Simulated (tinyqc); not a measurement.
# Worked calculation: metal gate on a two-layer dielectric stack with fixed charge and a dipole

tinyqc, about 0.01 s, one thread, Intel Xeon 2.30GHz (shared host): `OMP_NUM_THREADS=1 python tinyqc.py 2010163 2010164 out.jsonl` Printed values are rounded.

Gate, layer 2, layer 1, p-type semiconductor; x runs from the gate inwards. Charges are counted in units of +q. psi is the band bending at the surface, positive towards inversion. Classical charge, Boltzmann statistics, no interface traps.

Parameters, values chosen for the exercise; band and dielectric values close to those of silicon, layer 1 close to silicon dioxide, layer 2 close to hafnium oxide: temperature T = 300 K; band gap Eg = 1.11 eV; relative permittivity eps_r = 11.7; conduction-band density of states at T Nc = 2.84e19 cm^-3; valence-band density of states at T Nv = 2.63e19 cm^-3; electron affinity chi = 4.13 eV; acceptor density Na = 8e16 cm^-3; work function of the gate metal pM = 4.64 eV; thickness of layer 1, next to the semiconductor t1 = 0.4 nm; relative permittivity of layer 1 e1 = 3.75; thickness of layer 2, next to the gate t2 = 5.1 nm; relative permittivity of layer 2 e2 = 22.8; fixed charge at the semiconductor interface Q1 = 6.1e11 cm^-2; fixed charge between the layers Q2 = 3.7e11 cm^-2; uniform charge density in layer 1 r1 = 8.1e18 cm^-3; uniform charge density in layer 2 r2 = 6.4e17 cm^-3; flat-band shift by a dipole layer between the layers Vd = 0 V; band bending psi of the working point ps = 0.893 V.

Constants: q = 1.602176634e-19 C, kB = 1.380649e-23 J/K, Vt = kB T/q, eps0 = 8.8541878128e-14 F/cm where lengths are in cm. Results are converted to the units shown.

## Equivalent thickness and work-function difference

EOT = 3.9 (t1/e1 + t2/e2), Cox = eps0/(t1/e1 + t2/e2); phi_ms = pM - (chi + Eg - Vt ln(Nv/Na)).

EOT = 1.288368 nm
Cox = 2.680237 uF/cm^2
share of layer 1 in the EOT = 32.28890 %
phi_ms = -0.4501800 V

## Flat-band voltage, term by term

EOT = 3.9 (t1/e1 + t2/e2), Cox = eps0/(t1/e1 + t2/e2); phi_ms = pM - (chi + Eg - Vt ln(Nv/Na)). Vfb = phi_ms + Vd - (q/eps0) [Q1 (t1/e1 + t2/e2) + Q2 t2/e2 + r1 (t1^2/(2 e1) + t1 t2/e2) + r2 t2^2/(2 e2)]: each charge counts with its electrical distance from the gate.

terms (V): phi_ms -0.4501800, dipole 0.0000000, Q1 -0.0364642, Q2 -0.0149761, r1 -0.0162410, r2 -0.0066057
Vfb = -0.5244670 V

Apart from phi_ms the largest term is that of Q1, -36.5 mV; all charges and the dipole together move Vfb by -74.3 mV.

## Threshold voltage

ni = sqrt(Nc Nv) exp(-Eg/(2 Vt)), Eg in volts, pB = Vt ln(Na/ni), Vth = Vfb + 2 pB + sqrt(4 q eps0 eps_r Na pB)/Cox.

ni = 1.297321e10 cm^-3
pB = 0.4041870 V
depletion charge = 0.1465172 uC/cm^2
Vth = 0.3385727 V

## Charge in the semiconductor

ni = sqrt(Nc Nv) exp(-Eg/(2 Vt)), Eg in volts. Qs = -sign(psi) sqrt(2 q eps0 eps_r Na Vt [exp(-u) + u - 1 + (ni/Na)^2 (exp(u) - u - 1)]), u = psi/Vt.

Qs = -0.2028659 uC/cm^2

The surface is in strong inversion: psi exceeds 2 Vt ln(Na/ni) = 0.808 V.

## Fields and voltage drops

Gauss: D = -Qs just inside the semiconductor; going towards the gate subtract q Q1, then q r1 t1, q Q2 and q r2 t2. Field = D/(eps0 e); the drop over a layer is its mean field times its thickness; Vg = phi_ms + Vd + psi + both drops.

```
place	D (uC/cm^2)	field (MV/cm)
layer 2, gate side	-0.0583529	-0.0289054
layer 2, inner side	-0.0060579	-0.0030008
layer 1, outer side	0.0532227	0.1602937
layer 1, semiconductor side	0.1051332	0.3166356
semiconductor surface	0.2028659	0.1958279
```

drop over layer 2 = -0.008136084 V
drop over layer 1 = 0.009538587 V
Vg = 0.4442225 V

The same Vg follows from Vfb + psi - Qs/Cox. The largest field, 0.317 MV/cm in size, is at: layer 1, semiconductor side.
